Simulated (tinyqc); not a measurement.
Comparisons within one model: two-band k.p model of the X valleys of a zinc-blende crystal. A value that a table varies takes the place of the one given here.

k along the valley axis, counted from X, c = hbar^2/2m0, e = c k^2/ml. H = [[e - D/2, i P k], [-i P k, e + D/2]] with P^2 = D0 c/ml, so E = e -/+ sqrt(D^2/4 + D0 e). For D = 0 (diamond lattice) the bands cross at X.

With x = D/D0: for x < 1 the minima lie at k_m = sqrt(ml D0 (1 - x^2)/(4 c)), the hump at X has the height dE = (D0/4)(1 - x)^2 and the mass at the minimum is ml/(1 - x^2); the mass at X is ml/(1 - 1/x), negative for x < 1. For x > 1 the minimum is at X.

Thermal masses along the axis for one X point, lower band, E from the minimum, on 1601 points from -0.8 to 0.8 1/angstrom: density-of-states mass m_d = c I^2/(pi kT), I = integral of exp(-E/kT) dk; conductivity mass m_c = 2 c kT/<(dE/dk)^2> with central differences.

Constants: hbar^2/2m0 = 3.80998211 eV angstrom^2; kB = 8.617333262e-05 eV/K.

Values chosen for the exercise (of the order of those of GaP; the results hold for these values, not for the real material):
- D0 = 0.383 eV (coupling energy)
- ml = 0.894 m0 (mass along the axis from remote bands)
- D = 0.325 eV (splitting of the two conduction levels at X)
- T = 300 K (temperature)

## From the diamond lattice to a polar crystal

D is varied at fixed D0 and ml.

Results:

| x | D (eV) | k_m (1/angstrom) | dE (meV) | mass at the minimum |
|---|---|---|---|---|
| 0.00 | 0.000 | 0.1499 | 95.75 | 0.894 |
| 0.30 | 0.115 | 0.1430 | 46.92 | 0.982 |
| 0.60 | 0.230 | 0.1199 | 15.32 | 1.397 |
| 0.80 | 0.306 | 0.0899 | 3.83 | 2.483 |
| 0.90 | 0.345 | 0.0653 | 0.96 | 4.705 |
| 1.10 | 0.421 | 0.0000 | 0.00 | 9.834 |
| 1.30 | 0.498 | 0.0000 | 0.00 | 3.874 |
| 2.00 | 0.766 | 0.0000 | 0.00 | 1.788 |
| 4.00 | 1.532 | 0.0000 | 0.00 | 1.192 |

At D = 0 the minima lie 0.1499 1/angstrom from X under a cusp of D0/4 = 96 meV, the pattern of silicon. The hump shrinks as (1 - x)^2, faster than k_m, so at x = 0.9 it is only 0.96 meV although k_m is still 44 % of its first value. The mass diverges at x = 1 from both sides (4.71 at 0.9, 9.83 at 1.1), where the band is quartic.

## Temperature

Thermal masses against T.

Results:

| T (K) | kT (meV) | m_d | m_c |
|---|---|---|---|
| 10 | 0.86 | 15.256 | 4.023 |
| 20 | 1.72 | 15.652 | 4.506 |
| 50 | 4.31 | 12.706 | 4.338 |
| 100 | 8.62 | 9.510 | 3.715 |
| 200 | 17.23 | 6.823 | 3.034 |
| 300 | 25.85 | 5.608 | 2.682 |
| 500 | 43.09 | 4.417 | 2.305 |

m_d goes from 15.256 to 4.417 and m_c goes from 4.023 to 2.305; m_d peaks in between, at 15.652 for 20 K among these rows; m_c peaks in between, at 4.506 for 20 K among these rows. The limits are 4 x 3.194 and 3.194 for kT far below dE = 2.20 meV, and ml = 0.894 for both at kT far above D0; near kT = dE the flat region between the minima can push both above the first limit. No single longitudinal mass describes such a valley, so values from cyclotron resonance, donor spectra and carrier densities differ.

## What each parameter does

Shape of the lower band and thermal masses. Each row changes one parameter from the base and keeps the others.

Results:

| case | k_m (1/angstrom) | dE (meV) | m_d (m0) | m_c (m0) |
|---|---|---|---|---|
| base | 0.0793 | 2.196 | 5.608 | 2.682 |
| D = 0.3152 eV | 0.0851 | 3.001 | 5.697 | 2.657 |
| D0 = 0.3945 eV | 0.0862 | 3.061 | 5.775 | 2.681 |
| ml = 0.9208 m0 | 0.0805 | 2.196 | 5.776 | 2.762 |
| T = 291 K | 0.0793 | 2.196 | 5.690 | 2.707 |

The largest shifts from the base row, up to three for each result and ties (the steps differ in size, so this ranks the rows, not the parameters). k_m (1/angstrom): D0 +0.0069, D +0.0058, ml +0.0012; unchanged at the printed digits by T. dE (meV): D0 +0.865, D +0.805; unchanged at the printed digits by ml and T. m_d (m0): ml +0.168, D0 +0.167, D +0.089. m_c (m0): ml +0.080, D -0.025, T +0.025.

(tinyqc, `OMP_NUM_THREADS=1 python tinyqc.py 1850601 1850602 out.jsonl`, Intel(R) Xeon(R) Processor @ 2.30GHz, 1 thread, shared host, about 0.01 s.)
